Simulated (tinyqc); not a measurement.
# Both saturation currents from two open-circuit voltages

Problem. Without shunt, at open circuit JL = J01 (exp(Voc/Vt) - 1) + J02 (exp(Voc/(2 Vt)) - 1). Find J01, J02 and the mean ideality (Voc2 - Voc1)/(Vt ln(JL2/JL1)).

Values chosen for this exercise: temperature T = 298.15 K.

Constants: q = 1.602176634e-19 C, kB = 1.380649e-23 J/K, Vt = kB T/q. Results are converted to the units shown.

photocurrents (mA/cm^2): 35.4  3.54
Voc (V): 0.70091629  0.63567589

Solution. The relation is linear in J01 and J02, so two light levels give two equations; series resistance plays no part at open circuit.

J01 = 4.50e-14 A/cm^2
J02 = 4.40e-9 A/cm^2
mean ideality = 1.10

Numbers from tinyqc (`OMP_NUM_THREADS=1 python tinyqc.py 2280030 2280031 out.jsonl`; about 0.01 s on one thread of a shared Intel Xeon 2.30GHz).
